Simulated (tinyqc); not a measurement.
A barrier in a uniform field, exact transmission by Airy functions: two steps of the calculation.

The left lead has its band edge at 0, the barrier edge falls as U(x) = U0 - F x with F = V/d for 0 < x < d, and the right lead has its edge at -V. No transverse momentum; C = hbar^2/(2 m0); psi and psi'/m are continuous. M carries (psi, psi'/m) across the barrier.

Values chosen for this exercise; masses and offsets close to those of silicon wells and oxide barriers: mass in the left lead mL = 0.26 m0; barrier edge at x = 0 U0 = 3 eV; mass in the barrier m1 = 0.5 m0; electron energy E = 1.711 eV; barrier width d = 1.1 nm; voltage across the barrier V = 0.65 V; mass in the right lead mR = 0.26 m0.

Constants: q = 1.602176634e-19 C, hbar = 1.054571817e-34 J s, m0 = 9.1093837015e-31 kg, hbar^2/(2 m0) = 0.0380998212 eV nm^2. Results are converted to the units shown.

Problem 1. Scaled variables. Energy scale e = (C F^2/m1)^(1/3), z(x) = (U(x) - E)/e, s = (dz/dx)/m1 = -F/(e m1); v = k/m in a lead. vL = sqrt(mL E/C)/mL, vR = sqrt(mR (E + V)/C)/mR.

Wanted: F; e; z1; z2; s; vL; vR.

Solution 1.

F = 0.5909 V/nm
e = 0.2985 eV
z1 = 4.318
z2 = 2.140
s = -3.959 1/nm
vL = 13.14 1/nm
vR = 15.44 1/nm

Both z are positive: the whole barrier is forbidden.

Problem 2. Transfer matrix. With a = Ai, a' = Ai', b = Bi, b' = Bi' at z1 (left edge) and z2 (right edge): M11 = pi (a2 b1' - b2 a1'), M12 = (pi/s)(b2 a1 - a2 b1), M21 = pi s (a2' b1' - b2' a1'), M22 = pi (b2' a1 - a2' b1).

Airy functions:
```
              Ai            Ai'         Bi        Bi'
z1  4.8897247e-4  -0.0010426478  156.96268  316.28180
z2   0.028124678   -0.043967229  3.9447131  5.1510557
```

s = -3.9586999 1/nm

Wanted: M (M12 in nm, M21 in 1/nm).

Solution 2.

M (M12 in nm, M21 in 1/nm):
```
       1      2
1  27.96  3.502
2  172.9  21.69
```

Range of the model: Masses are held fixed, although real bands cease to be parabolic a few tenths of an eV from their edges.

Numbers from tinyqc (`OMP_NUM_THREADS=1 python tinyqc.py 2580103 2580104 out.jsonl`; about 0.01 s on one thread of a shared Intel Xeon 2.30GHz).
